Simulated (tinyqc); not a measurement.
RKS/exchange-only LDA in the 6-311g basis, for H2, spin multiplicity 1, step by step. One step of it, computed by the program tinyqc.

Question. Iteration 2: diagonalisation and new density. Diagonalise F' = X^T F X, C = X C', fill 1 alpha and 1 beta electrons from the bottom; D = 2 C_occ C_occ^T. Each column has its largest component positive (the first on a tie).

Kohn-Sham matrix F (hartree), lower triangle:
```
           1H 1s      1H 2s      1H 3s      2H 1s      2H 2s      2H 3s
1H 1s   0.462494
1H 2s  -0.333673  -0.204227
1H 3s  -0.317221  -0.232270  -0.155358
2H 1s  -0.246593  -0.235253  -0.215105   0.679849
2H 2s  -0.274249  -0.225453  -0.189757  -0.208160  -0.098020
2H 3s  -0.256655  -0.216819  -0.147183  -0.255637  -0.171594  -0.116760
```

X, lower triangle:
```
           1H 1s      1H 2s      1H 3s      2H 1s      2H 2s     2H 3s
1H 1s   1.376173
1H 2s  -0.754993   2.257413
1H 3s   0.214985  -1.083581   2.476242
2H 1s   0.037776  -0.009484  -0.039188   1.376173
2H 2s  -0.009484  -0.459797   0.306448  -0.754993   2.257413
2H 3s  -0.039188   0.306448  -1.294066   0.214985  -1.083581  2.476242
```

Give: F' = X^T F X; orbital energies; coefficients C; D after iteration 2.

Answer.

F' = X^T F X (hartree), lower triangle:
```
         1        2        3        4        5       6
1   1.3413
2  -1.0523   0.8187
3   0.0502  -0.3303   0.1342
4  -0.0492  -0.1062  -0.0752   1.5688
5  -0.1242  -0.1086   0.0366  -1.0426   0.9147
6  -0.0824   0.0106  -0.0985   0.0649  -0.3134  0.1786
```

orbital energies (hartree): MO1 -0.3158, MO2 0.0517, MO3 0.2180, MO4 0.4408, MO5 2.1944, MO6 2.3671

coefficients C:
```
          MO1      MO2      MO3      MO4      MO5      MO6
1H 1s  0.2105  -0.0878  -0.1073   0.1077  -1.5462  -0.2172
1H 2s  0.3902  -0.1334  -0.9484   1.1984   2.1522  -0.0870
1H 3s  0.2534  -1.5081   1.1688  -1.9468  -1.2357   0.3171
2H 1s  0.1350   0.1281  -0.0353  -0.1277   0.1583  -1.5607
2H 2s  0.1710   0.2394  -0.5486  -1.5201  -0.5961   2.0229
2H 3s  0.0832   1.5431   0.5338   2.2154   0.6082  -1.0823
```

D after iteration 2, lower triangle:
```
        1H 1s   1H 2s   1H 3s   2H 1s   2H 2s   2H 3s
1H 1s  0.0886
1H 2s  0.1643  0.3045
1H 3s  0.1067  0.1978  0.1284
2H 1s  0.0568  0.1054  0.0684  0.0364
2H 2s  0.0720  0.1335  0.0867  0.0462  0.0585
2H 3s  0.0350  0.0649  0.0422  0.0225  0.0285  0.0138
```
